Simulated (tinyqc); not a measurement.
Grain growth, pinning, strength and diffusional creep of a polycrystal or thin film: one step, computed by the program tinyqc.

One mean grain size d describes the structure.

Question. Grain size after the anneal. dd/dt = 2 M gamma (1/d - 1/d_lim) integrates to 2 M gamma t = d_lim (d0 - d) + d_lim^2 ln[(d_lim - d0)/(d_lim - d)]; without pinning d^2 = d0^2 + 4 M gamma t.

Inputs (values chosen for the exercise, modelled on copper):

| quantity | value | unit |
|---|---|---|
| boundary energy gamma | 0.57 | J/m^2 |
| anneal temperature T | 621 | K |
| anneal time t | 51 | s |
| initial grain size d0 | 120 | nm |

mobility M = 3.785144e-17 m^4/(J s)

limit d_lim = 6549.889 nm

Give: size without pinning; grain size d.

Answer.

size without pinning = 137.12 nm

grain size d = 136.80 nm

Pinning holds d to 100 % of the free value.
